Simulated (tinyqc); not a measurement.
# Undoped gate-all-around wire MOSFET, analytic charge model, step by step

tinyqc, about 0.03 s, one thread, Intel Xeon 2.30GHz (shared host): `OMP_NUM_THREADS=1 python tinyqc.py 2460174 2460175 out.jsonl` Printed values are rounded.

An undoped round wire of radius R under an insulator shell and a surrounding gate; long channel, electrons only, n = ni exp((psi - V)/Vt) with V the quasi-Fermi potential (0 at the source, Vd at the drain), constant mobility, no quantisation. The radial Poisson equation gives n(r) = n(0)/(1 - (1 - b) r^2/R^2)^2 with b = Q0/(Q + Q0). Q is the electron charge per area of the wire surface.

Parameters, values chosen for the exercise; material values close to those of silicon: temperature T = 300 K; band gap Eg = 1.1 eV; relative permittivity of the semiconductor eps_r = 11.6; conduction-band density of states at T Nc = 2.83e19 cm^-3; valence-band density of states at T Nv = 2.67e19 cm^-3; relative permittivity of the gate insulator eox = 8.62; insulator thickness tox = 4.7 nm; wire radius R = 10 nm; gate work function less that of the intrinsic body dphi = 0.23 V; channel mobility mu = 180 cm^2/(V s); gate length L = 0.5 um; gate voltage Vg = 1.15 V; drain voltage Vd = 0.1 V.

Constants: q = 1.602176634e-19 C, kB = 1.380649e-23 J/K, Vt = kB T/q, eps0 = 8.8541878128e-14 F/cm where lengths are in cm. Results are converted to the units shown.

Range of the model: The surface density at the source passes 0.3 Nc, where Boltzmann statistics fail.

## Constants of the wire

ni = sqrt(Nc Nv) exp(-Eg/(2 Vt)), Eg in volts; Cox = eps0 eox/(R ln(1 + tox/R)); Q0 = 4 eps0 eps_r Vt/R; V0 = dphi + Vt ln[8 eps0 eps_r Vt/(q ni R^2)].

ni = 1.58327e10 cm^-3
Cox = 1.98107 uF/cm^2
Q0 = 106.209 nC/cm^2
V0 = 0.701623 V

## Iteration 1: charge at the source by Newton steps in y = ln(Q/Q0)

y at the start = 2

With V = 0 and Q = Q0 exp(y): f = Q/Cox + Vt y + Vt ln(1 + Q/Q0) - (Vg - V0); df/dy = Q/Cox + Vt (1 + Q/(Q + Q0)); y(new) = y - f/(df/dy).

Q = 784.783 nC/cm^2
f = 0.0544544 V
df/dy = 0.444764 V
y after iteration 1 = 1.87757

## Iteration 2: charge at the source by Newton steps in y = ln(Q/Q0)

As before.

Q = 694.348 nC/cm^2
f = 0.00287254 V
df/dy = 0.398766 V
y after iteration 2 = 1.87036

## Course of the iteration: charge at the source by Newton steps in y = ln(Q/Q0)

Stop when y changes by less than 1e-11, or after 60 iterations.

Course of the iteration:

| iteration | y | \|change\| |
|---|---|---|
| 1 | 1.87757 | 0.122 |
| 2 | 1.87036 | 7.20e-3 |
| 3 | 1.87034 | 2.31e-5 |
| 4 | 1.87034 | 2.36e-10 |
| 5 | 1.87034 | < 1e-13 |

Converged in 5 iterations. At the end the number of correct digits about doubles with each step.

## Drain current and line charge

Qs = 689.348 nC/cm^2
Qd = 518.254 nC/cm^2

Q solves Vg - V0 - V = Q/Cox + Vt ln(Q/Q0) + Vt ln(1 + Q/Q0). I = mu (2 pi R/L)[2 Vt (Qs - Qd) + (Qs^2 - Qd^2)/(2 Cox) + Vt Q0 ln((Qd + Q0)/(Qs + Q0))], with Qs at V = 0 and Qd at V = Vd. Electrons per length at the source: 2 pi R Qs/q; surface over centre density: (1 + Qs/Q0)^2.

first term = 0.200098 uA
second term = 1.17954 uA
third term = -0.0150392 uA
I = 1.36460 uA
electrons per length = 2.70339 1/nm
surface over centre density = 56.1075

The square-law term makes up 86.4 % of the current.
